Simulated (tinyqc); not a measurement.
## Arrhenius plot from several rate windows

Emission rate en = sn vth(T) Nc(T) exp(-Et/kB T) = sn g T^2 exp(-Et/kB T), g = vth Nc/(300 K)^2, as vth goes as T^0.5 and Nc as T^1.5 (degeneracy factor 1). Here the cross-section is thermally activated, sn exp(-Eb/kB T) with Eb = 0.12 eV. Each window ew gives the temperature where en = ew.

Parameters, values chosen for the exercise; material values close to those of 4H silicon carbide:

| symbol | value | unit | meaning |
|---|---|---|---|
| Nc | 1.71e19 | cm^-3 | conduction-band density of states at 300 K |
| vth | 1.9e7 | cm/s | thermal velocity at 300 K |
| Et | 0.42 | eV | depth of the trap below the conduction edge |
| sn | 2.7e-15 | cm^2 | capture cross-section |

Constants: q = 1.602176634e-19 C, kB = 1.380649e-23 J/K. Results are converted to the units shown.

Results:
```
ew (1/s),T peak (K),q/kB T (1/eV),ln(ew/T^2),ln ew
1.7,236.5,49.06,-10.40,0.5306
5.1,246.0,47.17,-9.381,1.629
15,256.0,45.32,-8.383,2.708
47,267.6,43.37,-7.329,3.850
140,279.5,41.51,-6.325,4.942
430,293.0,39.61,-5.296,6.064
3900,323.3,35.89,-3.289,8.269
```

Estimate the missing row, ew = 1300 1/s.

Computed row:
```
ew (1/s),T peak (K),q/kB T (1/eV),ln(ew/T^2),ln ew
1300,307.5,37.74,-4.287,7.170
```

With this row back in the table: The peak rises from 237 to 323 K. ln(ew/T^2) against q/kB T is a straight line of slope -0.5400 eV, which is Et + Eb and not Et = 0.42 eV: a capture barrier adds to the activation energy. Its intercept gives sn = 2.70e-15 cm^2. Leaving out the T^2 gives 0.5875 eV, too high by about 2 kB T.

tinyqc, about 0.01 s, one thread, Intel Xeon 2.30GHz (shared host): `OMP_NUM_THREADS=1 python tinyqc.py 2050030 2050031 out.jsonl`
